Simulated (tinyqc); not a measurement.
Debye-Callaway model of lattice thermal conductivity: one step, computed by the program tinyqc.

Three acoustic branches with one velocity v, cut at omega_D = k_B Theta/hbar; x = hbar omega/(k_B T). v and Theta are separate inputs: Theta cuts off the heat-carrying modes, so C need not reach 3 k_B/V. gamma is an effective value that sets the umklapp rate. Heat flows along the wire.

Task: The integrand on a coarse grid. Rates: point defects A omega^4; umklapp B omega^2 T exp(-Theta/(b T)) with B = hbar gamma^2/(M v^2 Theta); normal processes f_N B omega^2 T (T/Theta)^2. Boundaries: v/Lambda_B with Lambda_B = D (1 + p)/(1 - p). x runs in ten equal steps to min(Theta/T, 12); g = x^4 e^x/(e^x - 1)^2; tau_C is the inverse of all rates summed; the last column is c tau_C g with c = (k_B/(2 pi^2 v)) (k_B T/hbar)^3.

Inputs (values chosen for the exercise, modelled on diamond): sound velocity v = 13000 m/s; Debye temperature Theta = 2150 K; mean atomic mass M = 12.01 u; effective Grueneisen parameter gamma = 2.67; umklapp exponent divisor b = 3; wire diameter D = 0.021 micrometre; specularity p = 0.2; normal-process factor f_N = 2.2; temperature T = 200 K.

Sample: wire. Point defects: alloy. Normal processes: included.

Rayleigh coefficient A = 5.526895e-45 s^3

Constants: k_B = 1.380649e-23 J/K; hbar = 1.054571817e-34 J s; u = 1.6605390666e-27 kg.

Give: Integrand.

Result:

Integrand:
```
x           g  tau_C (s)  c tau_C g (W/(m K))
1.075   1.050  2.398e-12            2.434e+00
2.150   3.189  2.122e-12            6.535e+00
3.225   4.664  1.427e-12            6.429e+00
4.300   4.767  7.615e-13            3.506e+00
5.375   3.901  3.846e-13            1.449e+00
6.450   2.744  2.026e-13            5.369e-01
7.525   1.732  1.139e-13            1.905e-01
8.600   1.007  6.815e-14            6.632e-02
9.675   0.551  4.303e-14            2.289e-02
10.750  0.286  2.842e-14            7.862e-03
```

Among these rows the integrand is largest at x = 2.15.
